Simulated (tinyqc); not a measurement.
# Grain-boundary diffusion: Harrison regimes, Fisher and Le Claire analysis, Hart average, step by step

A worked calculation. Computed by tinyqc, a small Python program that keeps every step. Command: `OMP_NUM_THREADS=1 python tinyqc.py 3016211 3016212 out.jsonl gbdiff walk`. One thread of a shared host (Intel(R) Xeon(R) Processor @ 2.30GHz), about 0.01 s of CPU time with the checks. Intermediate numbers are printed to about 7 digits and carried at full precision; extremes and crossings named in words are read from the listed rows.

A boundary is a slab of width delta with diffusivity D_b, normal to a surface held at constant concentration; it leaks into grains of diffusivity D.

Inputs (values chosen for the exercise, for a model polycrystal): melting point T_m = 2700 K; lattice prefactor D0 = 3.9e-05 m^2/s; lattice activation energy E = 4.41 eV; boundary prefactor D0b = 6.8e-05 m^2/s; boundary activation energy E_b = 2.03 eV; boundary width delta = 0.65 nm; segregation factor s = 3; grain size d = 39 um; temperature T = 1280 K; time t = 53000 s.

Constants: k_B = 8.617333262e-05 eV/K.

## Diffusivities

D = D0 exp(-E/(k_B T)), D_b = D0b exp(-E_b/(k_B T)). Triple product P = s delta D_b.

D = 1.688316e-22 m^2/s

D_b = 6.914101e-13 m^2/s

triple product P = 1.348250e-21 m^3/s

At T/T_m = 0.47 the boundary is 4.1e9 times faster than the lattice.

## Regime

l = sqrt(D t); P = s delta D_b; alpha = s delta/(2 l); beta = P/(2 D l). Regime A if l > 3 d, C if alpha > 1, B if alpha < 0.1, l < d/4 and beta > 10, otherwise a transition.

lattice diffusion length l = 0.002991334 um

alpha = 0.3259416

beta = 1.334817e+09

Regime: transition

The run lies between the ideal regimes.

## Effective diffusivity

Hart average for parallel slabs: f = delta/d, D_eff = (s f D_b + (1 - f) D)/(1 - f + s f); share of the boundaries = s f D_b/(s f D_b + (1 - f) D); depth sqrt(D_eff t).

boundary fraction f = 1.666667e-05

D_eff = 3.456952e-17 m^2/s

share of the boundaries = 0.9999951

depth sqrt(D_eff t) = 1.353582 um

Caution: outside regime A (which needs sqrt(D t) above about 3 d) the Hart average and its depth are formal: they describe a profile only in regime A or at steady state.

## Penetration along an isolated boundary

Fisher: the mean concentration falls as exp(-y/y_F), y_F = sqrt(P) (pi t/(4 D))^(1/4), with the boundary equation P d2c/dy2 = 2 c sqrt(D/(pi t)). Le Claire (from the Whipple solution): ln c falls as -(y/y_L)^(6/5) with P = 1.322 sqrt(D/t) y_L^2.

Fisher depth y_F = 145.5000 um

Le Claire depth y_L = 134.4234 um

The tail reaches 44900 lattice lengths l; y_L/l = sqrt(2 beta/1.322). Caution: the Fisher and Le Claire forms need regime B with beta above 10.

## Lattice against boundary over temperature

D_eff = (s f D_b + (1 - f) D)/(1 - f + s f), f = delta/d; share of the boundaries = s f D_b/(s f D_b + (1 - f) D).

Diffusivities (m^2/s):
```
T/T_m  T (K)             D           D_b         D_eff      share      regime
0.3      810  1.419947e-32  1.592039e-17  7.959930e-22  1.0000000           C
0.4     1080  1.027946e-25  2.288719e-14  1.144322e-18  0.9999999           C
0.5     1350  1.342113e-21  1.795460e-12  8.977136e-17  0.9999851  transition
0.6     1620  7.441636e-19  3.290268e-11  1.645823e-15  0.9995479           B
0.7     1890  6.785505e-17  2.626720e-10  1.320102e-14  0.9948601           B
0.8     2160  2.002246e-15  1.247529e-09  6.437653e-14  0.9688994  transition
0.9     2430  2.784842e-14  4.191060e-09  2.373930e-13  0.8826965  transition
1.0     2700  2.287847e-13  1.104949e-08  7.812295e-13  0.7071626  transition
```

The apparent activation energy of D_eff is 2.03 eV between the first rows and 2.49 eV between the last, against E_b = 2.03 and E = 4.41 eV. The boundaries carry most of the flux up to the melting point. Caution: the segregation factor is held fixed, although it falls with temperature. Caution: outside regime A, D_eff and the share of the boundaries hold only at steady state.
